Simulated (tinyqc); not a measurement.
Balance functions: hot carriers by balance equations with a heated Maxwellian. Computed by tinyqc, a small Python program. Command: `OMP_NUM_THREADS=1 python tinyqc.py 3018767 3018768 out.jsonl hot walk`. One thread of a shared host (Intel(R) Xeon(R) Processor @ 2.30GHz), about 0.01 s of CPU time with the checks.

The carriers follow a Maxwellian at an electron temperature T_e, slightly displaced; the drift energy is neglected against k_B T_e. The balance averages the rate, not the time, so mu_0 lies below the relaxation-time value.

Inputs (values chosen for the exercise, for a model non-polar semiconductor): effective mass m = 0.587 m_0; density rho = 6410 kg/m^3; sound velocity v_l = 11800 m/s; acoustic deformation potential D_A = 9.7 eV; phonon energy hbar w = 59.7 meV; optical or intervalley deformation potential D_o = 7.5 1e8 eV/cm; final valleys Z_f = 3; lattice temperature T = 300 K.

Band: parabolic. Solver: damped fixed point.

Constants: k_B = 8.617333262e-05 eV/K; k_B = 1.380649e-23 J/K; e = 1.602176634e-19 C; hbar = 1.054571817e-34 J s; m_0 = 9.1093837015e-31 kg; hbar = 6.582119569e-16 eV s.

Method:
- Parabolic band: E = hbar^2 k^2/(2 m), speed v = hbar k/m, states per spin, volume and energy g(E) = m k/(2 pi^2 hbar^2). Masses are multiplied by m_0 and all formulas are in SI units.
- Phonon occupation N_q = 1/(exp(hbar w/(k_B T)) - 1).
- Acoustic deformation potential (elastic, equipartition, absorption and emission together): 1/tau = 2 pi k_B T D_A^2 g(E)/(hbar rho v_l^2).
- Optical or intervalley deformation potential: 1/tau = (pi Z_f D_o^2/(rho w)) [N_q g(E + hbar w) + (N_q + 1) g(E - hbar w)], with g = 0 below the band edge.
- Averages over the Maxwellian, <y> = int y x^(1/2) exp(-x) dx / int x^(1/2) exp(-x) dx with x = E/(k_B T_e), split at x_0 = hbar w/(k_B T_e): 64 Gauss-Legendre points in sqrt(x) below it and 128 in sqrt(x - x_0) above it, up to x = 32. Momentum balance: mu(T_e) = e/(m nu), nu = <x (sum of rates)>/<x>. Power lost per carrier: P(T_e) = hbar w <emission rate - absorption rate> + <(2 m v_l^2/(k_B T)) (E - 2 k_B T) acoustic rate>.
- The field that sustains T_e follows from e mu F^2 = P.

Against the electron temperature:
```
T_e (K)  mu (cm^2/(V s))  P optical (1e9 eV/s)  P acoustic (1e9 eV/s)  F (kV/cm)  drift velocity (1e7 cm/s)
330               607.36                 10.87             2.2584e-01      4.275                    0.25965
390               509.59                 33.90             7.3653e-01      8.245                    0.42013
480               416.58                 69.51             1.6342e+00     13.068                    0.54439
600               342.47                115.93             3.0452e+00     18.639                    0.63833
900               251.24                219.40             7.4591e+00     30.049                    0.75496
1500              180.23                379.86             1.9259e+01     47.058                    0.84814
2400              137.15                556.31             4.2632e+01     66.084                    0.90635
3600              109.84                734.60             8.2050e+01     86.228                    0.94708
```

Optical phonons take 98 % of the power in the first row and 90 % in the last. The velocity grows as F^0.73 at first and as F^0.17 at the end, so it levels off; if optical phonons alone set both balances the limit at high T_e would be sqrt(3 hbar w tanh(hbar w/2 k_B T)/(4 m)) = 1.05 in the same unit. Rows above 1400 K (k_B T_e > 0.12 eV) stretch the parabolic band.
